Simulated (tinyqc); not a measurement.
Inside a calculation. Method: RHF in the sto-6g basis, for BeH2, spin multiplicity 1. One step of it, computed by the program tinyqc.

Task: Iteration 2: building the Fock matrix. J_ij = sum D_kl (ij|kl), K_ij = sum D_kl (ik|jl); F = H + J - 0.5 K; E = tr D H + tr D J / 2 - 0.25 tr D K + E_nn.

D after iteration 1, lower triangle:
```
            1Be 1s     1Be 2s   1Be 2px    1Be 2py   1Be 2pz      2H 1s     3H 1s
1Be 1s    2.099142
1Be 2s   -0.357248   1.299708
1Be 2px   0.000000   0.000000  0.000000
1Be 2py   0.004180  -0.029019  0.000000   1.325837
1Be 2pz   0.000000   0.000000  0.000000   0.000000  0.000000
2H 1s    -0.096788   0.311026  0.000000   0.194956  0.000000   0.314764
3H 1s    -0.089366   0.288868  0.000000  -0.176429  0.000000  -0.007037  0.317049
```

core Hamiltonian H = T + V (hartree), lower triangle:
```
            1Be 1s     1Be 2s    1Be 2px    1Be 2py    1Be 2pz      2H 1s      3H 1s
1Be 1s   -8.661059
1Be 2s   -2.040274  -2.763507
1Be 2px   0.000000   0.000000  -2.255358
1Be 2py  -0.001466  -0.007898   0.000000  -2.456099
1Be 2pz   0.000000   0.000000   0.000000   0.000000  -2.255358
2H 1s    -0.461216  -1.132225   0.000000  -1.211814   0.000000  -2.106204
3H 1s    -0.394060  -1.040896   0.000000   1.138429   0.000000  -0.079404  -2.040719
```

Two-electron integrals (ij|kl) in chemists' order, unique and non-zero (hartree):
```
(11|11) 2.299996    (21|11) 0.361879    (21|21) 0.071926    (22|11) 0.570332
(22|21) 0.139654    (22|22) 0.417773    (31|31) 0.015252    (32|31) 0.022555
(32|32) 0.092340    (33|11) 0.570332    (33|21) 0.139654    (33|22) 0.417773
(33|33) 0.450117    (41|41) 0.015252    (42|41) 0.022555    (42|42) 0.092340
(43|43) 0.024258    (44|11) 0.570332    (44|21) 0.139654    (44|22) 0.417773
(44|33) 0.401601    (44|44) 0.450117    (51|51) 0.015252    (52|51) 0.022555
(52|52) 0.092340    (53|53) 0.024258    (54|54) 0.024258    (55|11) 0.570332
(55|21) 0.139654    (55|22) 0.417773    (55|33) 0.401601    (55|44) 0.401601
(55|55) 0.450117    (61|11) 0.083205    (61|21) 0.016058    (61|22) 0.031047
(61|33) 0.030791    (61|41) 0.001588    (61|42) 0.003079    (61|44) 0.031559
(61|55) 0.030791    (61|61) 0.003792    (62|11) 0.197058    (62|21) 0.049001
(62|22) 0.159233    (62|33) 0.153262    (62|41) 0.006841    (62|42) 0.040042
(62|44) 0.171175    (62|55) 0.153262    (62|61) 0.012092    (62|62) 0.089936
(63|31) 0.004759    (63|32) 0.021576    (63|43) 0.006972    (63|63) 0.008316
(64|11) 0.211055    (64|21) 0.053154    (64|22) 0.180519    (64|33) 0.169916
(64|41) 0.011072    (64|42) 0.062440    (64|44) 0.201723    (64|55) 0.169916
(64|61) 0.013771    (64|62) 0.116068    (64|64) 0.154744    (65|51) 0.004759
(65|52) 0.021576    (65|54) 0.006972    (65|65) 0.008316    (66|11) 0.363765
(66|21) 0.092305    (66|22) 0.334664    (66|33) 0.310519    (66|41) 0.015251
(66|42) 0.114334    (66|44) 0.382955    (66|55) 0.310519    (66|61) 0.023584
(66|62) 0.239645    (66|64) 0.328432    (66|66) 0.774999    (71|11) 0.070948
(71|21) 0.013704    (71|22) 0.026538    (71|33) 0.026319    (71|41) -0.001358
(71|42) -0.002647   (71|44) 0.026977    (71|55) 0.026319    (71|61) 0.002929
(71|62) 0.008554    (71|64) 0.008912    (71|66) 0.015881    (71|71) 0.002762
(72|11) 0.179332    (72|21) 0.044662    (72|22) 0.146506    (72|33) 0.140880
(72|41) -0.006213   (72|42) -0.037302   (72|44) 0.157757    (72|55) 0.140880
(72|61) 0.009127    (72|62) 0.043157    (72|64) 0.044524    (72|66) 0.084962
(72|71) 0.009433    (72|72) 0.078115    (73|31) 0.004187    (73|32) 0.019344
(73|43) -0.006376   (73|63) 0.003065    (73|73) 0.006924    (74|11) -0.195977
(74|21) -0.049402   (74|22) -0.169219   (74|33) -0.159286   (74|41) 0.010010
(74|42) 0.058044    (74|44) -0.189085   (74|55) -0.159286   (74|61) -0.009728
(74|62) -0.045669   (74|64) -0.045411   (74|66) -0.088702   (74|71) -0.010925
(74|72) -0.102452   (74|74) 0.138352    (75|51) 0.004187    (75|52) 0.019344
(75|54) -0.006376   (75|65) 0.003065    (75|75) 0.006924    (76|11) 0.013319
(76|21) 0.003226    (76|22) 0.009653    (76|33) 0.009464    (76|41) -0.000008
(76|42) -0.000061   (76|44) 0.010032    (76|55) 0.009464    (76|61) 0.000721
(76|62) 0.003841    (76|64) 0.004460    (76|66) 0.008545    (76|71) 0.000619
(76|72) 0.003609    (76|74) -0.004294   (76|76) 0.000229    (77|11) 0.347494
(77|21) 0.088259    (77|22) 0.323815    (77|33) 0.300631    (77|41) -0.014070
(77|42) -0.109703   (77|44) 0.370184    (77|55) 0.300631    (77|61) 0.017830
(77|62) 0.089812    (77|64) 0.091547    (77|66) 0.178638    (77|71) 0.019234
(77|72) 0.221837    (77|74) -0.308257   (77|76) 0.008545    (77|77) 0.774999
```

nuclear repulsion = 3.03873869 hartree

Give: Coulomb J; exchange K; Fock matrix F; total energy of this density.

Result:

Coulomb J (hartree), lower triangle:
```
         1Be 1s  1Be 2s  1Be 2px  1Be 2py  1Be 2pz   2H 1s   3H 1s
1Be 1s   6.6402
1Be 2s   1.2208  2.7052
1Be 2px  0.0000  0.0000   2.6543
1Be 2py  0.0005  0.0031   0.0000   2.8070
1Be 2pz  0.0000  0.0000   0.0000   0.0000   2.6543
2H 1s    0.2786  1.0525   0.0000   1.2060   0.0000  2.2844
3H 1s    0.2377  0.9653   0.0000  -1.1259   0.0000  0.0644  2.2077
```

exchange K (hartree), lower triangle:
```
          1Be 1s  1Be 2s  1Be 2px  1Be 2py  1Be 2pz   2H 1s   3H 1s
1Be 1s    4.6754
1Be 2s    0.7594  0.9641
1Be 2px   0.0000  0.0000   0.2007
1Be 2py  -0.0001  0.0055   0.0000   1.0397
1Be 2pz   0.0000  0.0000   0.0000   0.0000   0.2007
2H 1s     0.1865  0.5378   0.0000   0.5829   0.0000  0.8317
3H 1s     0.1600  0.4985   0.0000  -0.5446   0.0000  0.0194  0.7695
```

Fock matrix F (hartree), lower triangle:
```
          1Be 1s   1Be 2s  1Be 2px  1Be 2py  1Be 2pz    2H 1s    3H 1s
1Be 1s   -4.3585
1Be 2s   -1.1992  -0.5403
1Be 2px   0.0000   0.0000   0.2986
1Be 2py  -0.0009  -0.0075   0.0000  -0.1689
1Be 2pz   0.0000   0.0000   0.0000   0.0000   0.2986
2H 1s    -0.2758  -0.3486   0.0000  -0.2973   0.0000  -0.2377
3H 1s    -0.2364  -0.3249   0.0000   0.2849   0.0000  -0.0247  -0.2177
```

total energy of this density = -15.354660 hartree

This density is a damped mixture and is not idempotent.
